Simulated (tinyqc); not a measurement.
Worked calculation: Hubbard chain of 4 sites. Computed by tinyqc, a small Python program that keeps every step. Settings: hopping = 1.1, U = 8.4, mixing = 0.2, iteration cap = 90. Command: `OMP_NUM_THREADS=1 python tinyqc.py 30921 30922 out.jsonl` (the two numbers bound the seeds that draw the settings). One thread of a shared host (Intel(R) Xeon(R) Processor @ 2.60GHz), about 0.2 s of CPU time with the checks. Later iterations appear only in the table of the cycle.

## Mean-field iteration 1

one-body matrix (hopping and site energies) (eV), lower triangle:
```
,1,2,3,4
1,0.000000
2,-1.100000,0.000000
3,0.000000,-1.100000,0.000000
4,0.000000,0.000000,-1.100000,0.000000
```

U = 8.400000 eV

electrons, up and down: 2  2

mixing = 0.200000

n(up) at the start (a guess, not normalised): 1 0.800000, 2 0.200000, 3 0.800000, 4 0.200000

n(down) at the start (a guess): 1 0.200000, 2 0.800000, 3 0.200000, 4 0.800000

H(up) = T + U n(down), H(down) = T + U n(up); fill the lowest levels; n(new) = n + mixing (n(out) - n); E = tr T (rho up + rho down) + U sum n_up n_down of the output.

levels, up (eV): 1.114839  1.589908  6.810092  7.285161

levels, down (eV): 1.114839  1.589908  6.810092  7.285161

energy = -0.687834 eV

n(up) after iteration 1: 1 0.832439, 2 0.174210, 3 0.825790, 4 0.167561

n(down) after iteration 1: 1 0.167561, 2 0.825790, 3 0.174210, 4 0.832439

## Mean-field iteration 2

As before.

levels, up (eV): 0.921092  1.342386  7.057614  7.478908

levels, down (eV): 0.921092  1.342386  7.057614  7.478908

energy = -0.751295 eV

n(up) after iteration 2: 1 0.859465, 2 0.151780, 3 0.848220, 4 0.140535

n(down) after iteration 2: 1 0.140535, 2 0.848220, 3 0.151780, 4 0.859465

## Mean-field iteration 3

As before.

levels, up (eV): 0.749109  1.134927  7.265073  7.650891

levels, down (eV): 0.749109  1.134927  7.265073  7.650891

energy = -0.789649 eV

n(up) after iteration 3: 1 0.881833, 2 0.132538, 3 0.867462, 4 0.118167

n(down) after iteration 3: 1 0.118167, 2 0.867462, 3 0.132538, 4 0.881833

## Convergence

Each step fills the lowest levels of T + U n(other spin) and sets n(new) = n + mixing (n(out) - n); stop when output and input agree to 1e-8.

Course of the cycle:
```
iteration,E (eV),largest |n(out) - n(in)|,mean |n_up - n_down|
1,-0.68783446,1.62e-01,0.891148
2,-0.75129545,1.35e-01,0.905506
3,-0.78964869,1.12e-01,0.915738
4,-0.81320986,9.21e-02,0.923208
5,-0.82790198,7.57e-02,0.928774
6,-0.83718436,6.20e-02,0.932994
7,-0.84311489,5.07e-02,0.936239
8,-0.84693980,4.15e-02,0.938765
9,-0.84942617,3.39e-02,0.940749
10,-0.85105301,2.80e-02,0.942321
11,-0.85212323,2.32e-02,0.943574
...,...,...,...
77,-0.85424203,6.39e-08,0.948921
78,-0.85424203,5.26e-08,0.948921
79,-0.85424203,4.32e-08,0.948921
80,-0.85424203,3.55e-08,0.948921
81,-0.85424203,2.92e-08,0.948921
82,-0.85424203,2.40e-08,0.948921
83,-0.85424203,1.98e-08,0.948921
84,-0.85424203,1.63e-08,0.948921
85,-0.85424203,1.34e-08,0.948921
86,-0.85424203,1.10e-08,0.948921
87,-0.85424203,9.04e-09,0.948921
```

local moments n_up - n_down: 1 0.965713, 2 -0.932129, 3 0.932129, 4 -0.965713

Converged in 87 iterations. Before convergence this energy mixes input and output and is not variational, so it may rise towards its limit.

## Exact diagonalisation (36 states)

Lowest levels of the sector, and the double occupancy of the lowest state.

lowest levels (eV): -1.280775  -0.924707  -0.549131  -0.358812  -0.165737  0.000000

double occupancy per site = 0.033714

The mean-field solution above lies 0.4265 eV above the exact energy.

## The lowest level by Lanczos steps

From a random start vector (not printed): a_j = <q_j|H|q_j>, b_j = norm of the remainder after orthogonalising; the Ritz value is the lowest eigenvalue of the tridiagonal matrix of a and b so far.

Lanczos:
```
j,a_j (eV),b_j (eV),lowest Ritz value (eV)
1,6.442296,5.860042,6.44229610
2,8.673164,6.920841,1.59247319
3,9.297383,2.506126,-0.80567320
4,8.153841,4.463735,-0.96543071
5,7.999690,7.177394,-1.01810093
6,8.809541,3.073316,-1.16115645
7,8.596935,2.384888,-1.22227899
8,5.499338,6.342236,-1.23019171
9,8.901446,5.195047,-1.24556294
10,11.086872,1.813981,-1.27005995
```
